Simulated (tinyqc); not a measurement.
Two branches across an indirect gap: complex band structure along [001] in sp3s* tight binding.

For k = (0, 0, kz) the phase sums are g0 = cos(phi) and g3 = i sin(phi), phi = kz a/4, and the s, pz, s* orbitals of anion (a) and cation (c) decouple from px, py. With z = exp(i phi), H(z) = H0 + z T + T^T/z for any complex z. H0 is diagonal (Esa, Epa, Exa, Esc, Epc, Exc). The anion-cation block is B(z) = z U + W/z and the cation-anion block z W^T + U^T/z, where U has Vss/2 (s,s), Vsapc/2 (s,z), -Vscpa/2 (z,s), Vxx/2 (z,z), Vxapc/2 (s*,z), -Vpaxc/2 (z,s*), and W has the same values with the s-z and s*-z signs reversed. |z| = 1 is a band state, |z| < 1 decays along [001] as exp(-kappa d) over a distance d, kappa = -(4/a) ln|z|. No spin-orbit coupling.

Inputs chosen for the exercise (out of a larger set: near a published set for GaP, fitted to gaps, whose masses and valley positions are rough (light masses up to twice too heavy); not measured data):

| symbol | value | unit | meaning |
|---|---|---|---|
| p | (-8.108, 1.128, -2.201, 4.126, 8.522, 7.212, -7.442, 2.159, 5.117, 4.274, 6.318, 4.636, 5.109) | eV | order Esa, Epa, Esc, Epc, Exa, Exc, Vss, Vxx, Vxy, Vsapc, Vscpa, Vxapc, Vpaxc |
| a | 5.45 | angstrom | lattice constant |
| Eg | 2.375 | eV | top of the energy range, the indirect gap |

Ev = -0.00136 eV

The smallest kappa with Re kz = 0 and the smallest with Re kz > 0, at energies E from Ev; a dash: no such root.

Decay constants:

| E/Eg | E (eV) | kappa at Gamma (1/angstrom) | kappa off Gamma (1/angstrom) | its Re kz (2 pi/a) |
|---|---|---|---|---|
| 0.05 | 0.1187 | 0.0668 | 0.7231 | 0.837 |
| 0.20 | 0.4750 | 0.1265 | 0.6791 | 0.843 |
| 0.35 | 0.8313 | 0.1572 | 0.6292 | 0.850 |
| 0.50 | 1.1875 | 0.1744 | 0.5712 | 0.859 |
| 0.65 | 1.5437 | 0.1812 | 0.5014 | 0.871 |
| 0.80 | 1.9000 | 0.1774 | 0.4118 | 0.890 |
| 0.90 | 2.1375 | 0.1675 | 0.3301 | 0.915 |
| 0.97 | 2.3037 | 0.1558 | 0.2238 | 1.000 |

What does the comparison show, and why?

The branch at Gamma decays more slowly on all rows listed; the other takes over only closer to its band edge, where its kappa goes to zero. The two differ in Re kz, so passing from one to the other needs kz from an abrupt interface, a steep field, a phonon or a defect. Valleys off the [001] axis, such as L, are not seen on these branches.

tinyqc: `OMP_NUM_THREADS=1 python tinyqc.py 1482216 1482217 out.jsonl`; about 0.01 s, one thread, shared Intel(R) Xeon(R) Processor @ 2.30GHz.
